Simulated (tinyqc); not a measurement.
Worked calculation: thin (001) film in sp3s* tight binding with raised dangling bonds. Values are carried at full precision from step to step, so a last printed digit may differ when a step is redone from the rounded ones.

sp3s* tight binding, nearest neighbours only: anion (a) at 0, cation (c) at a/4 (1,1,1), orbitals s, px, py, pz, s* on each; k in units of 2 pi/a. With phases e_j = exp(i (pi/2) k.n_j) for n = (1,1,1), (1,-1,-1), (-1,1,-1), (-1,-1,1): g0 = (e1+e2+e3+e4)/4, g1 = (e1+e2-e3-e4)/4, g2 = (e1-e2+e3-e4)/4, g3 = (e1-e2-e3+e4)/4. The diagonal holds the levels Esa, Epa, Exa (s*) and Esc, Epc, Exc. Anion-cation block: <sa|sc> = Vss g0; <sa|xc> = Vsapc g1; <xa|sc> = -Vscpa g1; <xa|xc> = Vxx g0; <xa|yc> = <ya|xc> = Vxy g3, <xa|zc> = <za|xc> = Vxy g2, <ya|zc> = <za|yc> = Vxy g1; <s*a|xc> = Vxapc g1; <xa|s*c> = -Vpaxc g1; y and z take g2 and g3 in place of g1; s-s* and s*-s* vanish.

Parameters, chosen for this exercise (out of a larger set: near a published set for GaP, fitted to gaps, whose masses and valley positions are rough; not measured data):

| symbol | value | unit | meaning |
|---|---|---|---|
| p | (-8.08, 1.123, -2.19, 4.127, 8.536, 7.208, -7.469, 2.153, 5.124, 4.283, 6.33, 4.67, 5.097) | eV | order Esa, Epa, Esc, Epc, Exa, Exc, Vss, Vxx, Vxy, Vsapc, Vscpa, Vxapc, Vpaxc |
| N | 4 |  | atomic planes in the small film |
| dl | 20 | eV | shift of the dangling hybrids |

## Bulk edges along [001]

Gap at Gamma and minimum on (0,0,kz), kz from 0.5 to 1, from the bulk Ev. States at zero in-plane momentum come from this line alone.

edges (eV): Gamma 2.8938, Delta 2.3560

kz of the minimum = 1.0000 2 pi/a

## The two blocks of the small film

Planes alternate anion (a), cation (c) along [001], a/4 apart, starting with an anion; zero in-plane momentum; levels counted from the bulk Ev, the lower root of [[Epa, Vxx], [Vxx, Epc]]; no spin-orbit coupling. Block of s, pz, s*: from an anion to the cation above, Vss/2 (s,s), Vsapc/2 (s,z), -Vscpa/2 (z,s), Vxx/2 (z,z), Vxapc/2 (s*,z), -Vpaxc/2 (z,s*); to the cation below the same with the s-z and s*-z signs reversed. Block of u = (px + py)/sqrt2 and v = (px - py)/sqrt2: to the cation above (Vxx + Vxy)/2 for u and (Vxx - Vxy)/2 for v, to the cation below the reverse. Each surface atom has two dangling sp3 hybrids; raising both by dl adds (dl/2) [[1, t], [t, 1]] to its s, pz levels (t = -1 at the bottom face, +1 at the top) and dl to the one of u, v in whose plane the missing bonds lie (v for a bottom anion or a top cation, u for a top anion).

Fill them in.

s, pz, s* block (eV):
```
         sa1      za1    *a1     sc2     zc2     *c2     sa3     za3     *a3     sc4     zc4     *c4
sa1    1.920  -10.000      0  -3.735   2.142       0       0       0       0       0       0       0
za1  -10.000   11.123      0  -3.165   1.077  -2.549       0       0       0       0       0       0
*a1        0        0  8.536       0   2.335       0       0       0       0       0       0       0
sc2   -3.735   -3.165      0  -2.190       0       0  -3.735   3.165       0       0       0       0
zc2    2.142    1.077  2.335       0   4.127       0  -2.142   1.077  -2.335       0       0       0
*c2        0   -2.549      0       0       0   7.208       0   2.549       0       0       0       0
sa3        0        0      0  -3.735  -2.142       0  -8.080       0       0  -3.735   2.142       0
za3        0        0      0   3.165   1.077   2.549       0   1.123       0  -3.165   1.077  -2.549
*a3        0        0      0       0  -2.335       0       0       0   8.536       0   2.335       0
sc4        0        0      0       0       0       0  -3.735  -3.165       0   7.810  10.000       0
zc4        0        0      0       0       0       0   2.142   1.077   2.335  10.000  14.127       0
*c4        0        0      0       0       0       0       0  -2.549       0       0       0   7.208
```

u, v block (eV):
```
       ua1     va1     uc2     vc2     ua3     va3    uc4     vc4
ua1  1.123       0   3.639       0       0       0      0       0
va1      0  21.123       0  -1.486       0       0      0       0
uc2  3.639       0   4.127       0  -1.486       0      0       0
vc2      0  -1.486       0   4.127       0   3.639      0       0
ua3      0       0  -1.486       0   1.123       0  3.639       0
va3      0       0       0   3.639       0   1.123      0  -1.486
uc4      0       0       0       0   3.639       0  4.127       0
vc4      0       0       0       0       0  -1.486      0  24.127
```

## Levels of the small film

Diagonalise both blocks.

levels of the s, pz, s* block (eV): -11.906  -8.375  -3.447  2.968  3.236  3.775  7.095  8.490  9.329  10.477  18.018  21.790

levels of the u, v block (eV): -2.077  -1.401  -0.704  5.954  6.419  7.328  21.257  24.226

No level lies between 0 and the bulk edge 2.356 eV; confinement has widened the gap at zero in-plane momentum to 3.672 eV.

## Checks

- Lowest conduction level of 201 planes, with the dangling hybrids shifted far away, against the bulk edge: both 2.356.

Computed by tinyqc, a small Python program: `OMP_NUM_THREADS=1 python tinyqc.py 1451154 1451155 out.jsonl` (the numbers bound the seed that draws the inputs); one thread of a shared host (Intel(R) Xeon(R) Processor @ 2.30GHz), about 0.3 s for the whole set of steps.
